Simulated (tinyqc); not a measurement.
Spherical quantum dot: one step. Hard-wall levels. Two cases, with inputs chosen for the exercise.

Task: The six lowest of these, with their orbital degeneracy; c = hbar^2/2m0.

With hard walls E = c (x/R)^2/mw, x a zero of j_l: 1s 3.141593; 2s 6.283185; 1p 4.493409; 2p 7.725252; 1d 5.763459; 2d 9.095011; 1f 6.987932; 2f 10.417119.

Constants: hbar^2/2m0 = 3.80998211 eV angstrom^2.

Give: Hard walls.

Case 1.

Values chosen (out of a larger set: near those of a non-polar GaN dot in AlN; not measured data): R = 18 angstrom (radius); mw = 0.199 m0 (mass inside).

Result:

Hard walls:
```
state  degeneracy       x  E (eV)
1s              1  3.1416  0.5832
1p              3  4.4934  1.1931
1d              5  5.7635  1.9629
2s              1  6.2832  2.3328
1f              7  6.9879  2.8855
2p              3  7.7253  3.5266
```

Shells close, with spin and per valley, at 2, 8, 18, 20 electrons; levels above about 0.3 eV are beyond a parabolic mass, and anisotropic valleys split the shells. The real barrier, V0 = 1.951 eV, lies below 4 values at the end of the list.

Case 2.

Values chosen (out of a larger set: near those of a GaAs dot in AlGaAs; not measured data): R = 99 angstrom (radius); mw = 0.0688 m0 (mass inside).

Result:

Hard walls:
```
state  degeneracy       x  E (eV)
1s              1  3.1416  0.0558
1p              3  4.4934  0.1141
1d              5  5.7635  0.1877
2s              1  6.2832  0.2231
1f              7  6.9879  0.2759
2p              3  7.7253  0.3372
```

Shells close, with spin and per valley, at 2, 8, 18, 20 electrons; levels above about 0.3 eV are beyond a parabolic mass, and anisotropic valleys split the shells. The real barrier, V0 = 0.283 eV, lies below 1 value at the end of the list.

Computed by tinyqc, one run a case: `OMP_NUM_THREADS=1 python tinyqc.py N N+1 out.jsonl` with N = 1280376, 1280589; one thread of a shared Intel(R) Xeon(R) Processor @ 2.30GHz, about 0.03 s a run at most.
